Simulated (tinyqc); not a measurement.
Worked calculation: Tamm state at the end of a one-band chain. Values are carried at full precision from step to step, so a last printed digit may differ when a step is redone from the rounded ones.

A half-infinite chain with site energy 0 and hopping -t, band E = -2t cos(ka); the end site has energy D. The surface Green function of the unperturbed half chain is g = (E -/+ sqrt(E^2 - 4t^2))/(2t^2), the root with |t g| <= 1 and Im g <= 0, and with the shift G = g/(1 - D g).

Parameters, chosen for this exercise:

| symbol | value | unit | meaning |
|---|---|---|---|
| t | 2.28 | eV | hopping |
| D | 5.76 | eV | shift of the end site |
| a | 3.3 | angstrom | spacing |
| N | 8 |  | sites |
| E | 2.54 | eV | energy in the band |

## The bound state

Amplitudes z^n solve the chain for E = -t (z + 1/z); the end site demands z = -t/D, bound if |z| < 1. Then E = D + t^2/D, weight on the end site 1 - z^2, decay length -a/ln|z|.

z = -0.3958
E = 6.6625 eV
weight on the end site = 0.8433
decay length of the amplitude = 3.561 angstrom

The state lies 2.1025 eV above the band, and its amplitude alternates in sign from site to site.

## A finite chain

Write H for N sites.

H (eV):
```
        1       2       3       4       5       6       7       8
1   5.760  -2.280       0       0       0       0       0       0
2  -2.280       0  -2.280       0       0       0       0       0
3       0  -2.280       0  -2.280       0       0       0       0
4       0       0  -2.280       0  -2.280       0       0       0
5       0       0       0  -2.280       0  -2.280       0       0
6       0       0       0       0  -2.280       0  -2.280       0
7       0       0       0       0       0  -2.280       0  -2.280
8       0       0       0       0       0       0  -2.280       0
```

## Levels of the finite chain

Diagonalise; give the weight of each level on site 1.

levels (eV): -4.2358  -3.3074  -1.9015  -0.2110  1.5290  3.0678  4.1565  6.6625

weights on site 1: 0.0027  0.0104  0.0212  0.0322  0.0389  0.0351  0.0162  0.8433

The split-off level differs from the half-infinite value by -0.001 meV, the pull of the far end.

## Local density of states in the band

Form g and G at E; the surface density is -Im G/pi, the bulk density 1/(pi sqrt(4t^2 - E^2)).

g = 0.2443-0.3643i 1/eV
G = -0.1891-0.0797i 1/eV

densities (1/eV): clean end 0.1159, shifted end 0.0254, bulk 0.0841

## Checks

- Pole of G, 1 - D g(E) = 0, at the bound level: both 1.00000.

tinyqc: `OMP_NUM_THREADS=1 python tinyqc.py 1482207 1482208 out.jsonl`; about 0.01 s, one thread, shared Intel(R) Xeon(R) Processor @ 2.30GHz.
